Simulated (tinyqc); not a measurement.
Inside a calculation. Method: one-electron ion in a basis of Gaussians. One step of it, computed by the program tinyqc.

Problem. Generalised eigenproblem. Solve H C = S C e through S^(-1/2); each column has its largest component positive (the first on a tie).

H = T + V (hartree), lower triangle:
```
           1          2          3          4           5
1  -1.547885
2  -1.748433  -1.327732
3  -1.713783  -1.519202   5.509104
4  -1.396650  -2.534339   6.096045  47.556322
5  -1.036247  -2.532847  -0.755260  53.081431  256.252136
```

S, lower triangle:
```
          1         2         3         4         5
1  1.000000
2  0.688192  1.000000
3  0.288272  0.688228  1.000000
4  0.101446  0.288225  0.688114  1.000000
5  0.034125  0.101433  0.288169  0.688136  1.000000
```

Give: eigenvalues of S; eigenvalues; coefficients.

Solution.

eigenvalues of S: 0.0865  0.2385  0.6281  1.4391  2.6078

eigenvalues (hartree): -1.9963  0.9371  14.8495  86.2915  432.8366

coefficients:
```
        1        2        3        4        5
1  0.6143  -1.2379   0.5310  -0.2052   0.0845
2  0.4173   1.2509  -1.4857   0.6707  -0.2747
3  0.0864   0.0165   1.5569  -1.4592   0.6650
4  0.0150   0.0325  -0.1051   1.6060  -1.3704
5  0.0030   0.0011   0.0297  -0.1207   1.4916
```

For Z = 2 and l = 0 the exact lowest level is -Z^2/(2 n^2) with n = l + 1: -2.000000 hartree.
